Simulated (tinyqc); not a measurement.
Pressure series at fixed power: global model of a low-pressure process discharge: electron temperature, density, ion flux and ion energy. Computed by tinyqc, a small Python program. Command: `OMP_NUM_THREADS=1 python tinyqc.py 3113959 3113960 out.jsonl plasma walk`. One thread of a shared host (Intel(R) Xeon(R) Processor @ 2.30GHz), about 0.01 s of CPU time with the checks.

Maxwellian electrons with temperature T_e in eV, one positive ion, no negative ions, uniform bulk density n; rate constants have the Arrhenius form.

Inputs (values chosen for the exercise, of the order of those of an inductive discharge in a simple atomic gas): ion mass M = 40 u; ionisation prefactor K0 = 3.2e-14 m^3/s; ionisation energy E_iz = 16.8 eV; excitation prefactor X0 = 2.9e-14 m^3/s; excitation energy E_ex = 8.6 eV; elastic rate constant K_el = 1.5e-13 m^3/s; ion-neutral cross section = 8.8e-19 m^2; gas temperature T_g = 500 K; radius R = 9.5 cm; height L = 20 cm; absorbed power P = 2500 W.

Constants: k_B = 1.380649e-23 J/K; e = 1.602176634e-19 C; u = 1.6605390666e-27 kg; m_0 = 9.1093837015e-31 kg.

Method:
- n_g = p/(k_B T_g), lambda_i = 1/(n_g sigma), K_iz = K0 exp(-E_iz/T_e), h_L = 0.86/sqrt(3 + L/(2 lambda_i)), h_R = 0.8/sqrt(4 + R/lambda_i), A_eff = 2 pi R^2 h_L + 2 pi R L h_R and d_eff = pi R^2 L/A_eff follow p.
- Particle balance: K0 exp(-E_iz/T_e) n_g d_eff = u_B, u_B = sqrt(e T_e/M).
- E_c = E_iz + (X0 exp(-E_ex/T_e) E_ex + K_el (3 m_0/M) T_e)/K_iz; E_T = E_c + (5/2) T_e + (T_e/2) ln(M/(2 pi m_0)); n = P/(e u_B A_eff E_T); J = e h_L n u_B. Pressures without a root below 2 E_iz are left out.

Against pressure:
```
p (Pa)  T_e (eV)  E_c (eV)  E_T (eV)  n (1/cm^3)  J (mA/cm^2)
0.1       7.4759      40.2      93.8  5.9859e+11       16.940
0.2       5.1907      54.7      91.9  8.2163e+11       17.005
0.5       3.6827      89.1     115.5  9.8400e+11       13.199
1.0       2.9992     136.9     158.5  1.0145e+12        9.474
2.0       2.5197     219.1     237.2  9.8428e+11        6.263
5.0       2.0744     424.1     439.0  8.8989e+11        3.357
10.0      1.8286     710.9     724.0  8.0122e+11        2.030
20.0      1.6349    1200.7    1212.5  7.1036e+11        1.210
```

T_e falls from 7.48 to 1.63 eV, n changes by a factor 1.2 and J by 0.07; in J = P h_L/(A_eff E_T), E_T changes by a factor 12.92 and is least at 0.2 Pa, between wall losses at high T_e and excitation losses at low T_e.

Extremes, crossings and ranges named in words are read from the listed rows.
